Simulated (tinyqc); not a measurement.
Vertical double-diffused power MOSFET, components of the on-resistance: two steps of the calculation.

Stripe cells of pitch Wp + a, two channels a cell. Current flows through the channels, spreads in the accumulation layer, passes the gap between the p bodies and spreads at 45 degrees into the drift layer below them. Low drain voltage, full ionisation.

Values chosen for this exercise; bulk values close to those of 4H silicon carbide: temperature T = 300 K; relative permittivity eps_r = 9.69; critical-field constant Kc = 22600 V/cm per (cm^-3)^(1/8); rated breakdown voltage of the drift layer BV = 3300 V; drift mobility at 300 K mud = 835 cm^2/(V s); temperature exponent of the drift mobility bt = 2; gate oxide thickness (eps_r 3.9) tox = 45 nm; gate overdrive Vov = 10 V; channel mobility mch = 17 cm^2/(V s); accumulation-layer mobility mac = 170 cm^2/(V s); channel length Lc = 0.8 um; width of the p body in one cell, channels included Wp = 2.6 um; gap between neighbouring p bodies a = 2.9 um; depth of the p body xp = 1.3 um; doping of the gap over the drift doping Nj = 3; built-in voltage of the body junction Vbi = 2.93 V; substrate and contact resistance Rs = 0.2 mohm cm^2.

Constants: q = 1.602176634e-19 C, eps0 = 8.8541878128e-14 F/cm where lengths are in cm. Results are converted to the units shown.

Problem 1. Drift layer. Triangular field at breakdown with Ec = Kc N^(1/8): BV = eps0 eps_r Ec^2/(2 q N), so N = (eps0 eps_r Kc^2/(2 q BV))^(4/3); W = 2 BV/Ec; mu = mud (T/300 K)^(-bt); rho = 1/(q mu N); ideal resistance rho W.

Wanted: drift doping N; Ec; drift thickness W; electron mobility mu at T; drift resistivity rho; ideal resistance.

Solution 1.

drift doping N = 3.090e15 cm^-3
Ec = 1.951 MV/cm
drift thickness W = 33.82 um
electron mobility mu at T = 835.0 cm^2/(V s)
drift resistivity rho = 2.419 ohm cm
ideal resistance = 8.183 mohm cm^2

Problem 2. Components of the on-resistance. Pitch p = Wp + a, Cox = 3.9 eps0/tox; zero-bias depletion in the gap w0 = sqrt(2 eps0 eps_r Vbi/(q N Nj)), open gap g = a - 2 w0; R_ch = Lc p/(2 mch Cox Vov); R_acc = 0.6 a p/(4 mac Cox Vov), 0.6 being an empirical factor for current leaving the layer along its length; R_gap = (rho/Nj) xp p/g; spreading depth t = min(W, (p - g)/2); R_drift = (rho p/2) ln((g + 2 t)/g) + rho (W - t); R_on = the sum with Rs.

drift doping N = 3.0896793e15 cm^-3
drift thickness W = 33.821769 um
electron mobility mu at T = 835 cm^2/(V s)
drift resistivity rho = 2.4193000 ohm cm

Find: w0; g; components; R_on; shares.

Solution 2.

w0 = 0.58185 um
g = 1.7363 um
components (mohm cm^2): channel 1.6864, accumulation 0.18340, gap 0.33209, drift 8.4943, substrate 0.20000
R_on = 10.896 mohm cm^2
shares (%): channel 15.477, accumulation 1.683, gap 3.048, drift 77.956, substrate 1.835

The drift term is the largest. R_on is 1.33 times the ideal drift resistance rho W, and spreading raises the drift term to 1.04 times it.

tinyqc, about 0.01 s, one thread, Intel Xeon 2.30GHz (shared host): `OMP_NUM_THREADS=1 python tinyqc.py 2230103 2230104 out.jsonl`
